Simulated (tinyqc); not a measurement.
Tight binding, honeycomb lattice, step by step. One step of it, computed by the program tinyqc.

Question. Bloch Hamiltonian at K. H_AB = -t1 (1 + exp(-i k.a1) + exp(-i k.a2)); H_AA = delta - 2 t2 sum cos(k.b + phi), H_BB = -delta - 2 t2 sum cos(k.b - phi), b = a1, a2 - a1, -a2.

Parameters chosen for this model:
```
parameter     value                        unit
t1         2.180000                 eV, nearest
t2                0       eV, second neighbours
phi        0.590000  rad, phase of t2 (Haldane)
delta      0.620000          eV, +/- on A and B
```

k point K (fractions of the reciprocal vectors): [0.333333, 0.666667]

Give: H(k) at K.

Answer.

H(k) at K (eV), order A, B:
$$\begin{pmatrix}
0.620 & 0.000 \\
0.000 & -0.620
\end{pmatrix}$$
